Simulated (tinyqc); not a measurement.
Gas flow in a process chamber: flow regimes, conductance, effective pumping speed, pump-down, outgassing and purge: one step, computed by the program tinyqc. Command: `OMP_NUM_THREADS=1 python tinyqc.py 3120593 3120594 out.jsonl pump walk`. One thread of a shared host (Intel(R) Xeon(R) Processor @ 2.30GHz), about 0.07 s of CPU time with the checks.

Ideal gas, isothermal flow, a pump of constant speed at the end of a round pipe; process gas, volume gas and outgassing are given the same properties. 1 sccm = 101325 Pa x 1e-6 m^3/60 s x T/273.15 K.

Task: Time to base pressure. From the outgassing limit: t = 1 h x (q_1 A/(S_eff p_target))^(1/n) - 10 s; monolayer time at the target = 1e19 m^-2 x 4 k_B T/(p c) for unit sticking.

Inputs (values chosen for the exercise, modelled on oxygen near room temperature):
```
quantity                     value            unit
temperature T                  300               K
wall area                      1.1             m^2
outgassing rate after 1 h  4.3e-07  Pa m^3/(s m^2)
outgassing exponent n         0.82               -
target base pressure        0.0007              Pa
```

S_eff in molecular flow = 13.69759 L/s

mean speed c = 445.5257 m/s

Constants: k_B = 1.380649e-23 J/K.

Give: time to the target; monolayer time.

Result:

time to the target = 0.02270 h

monolayer time = 0.5312 s
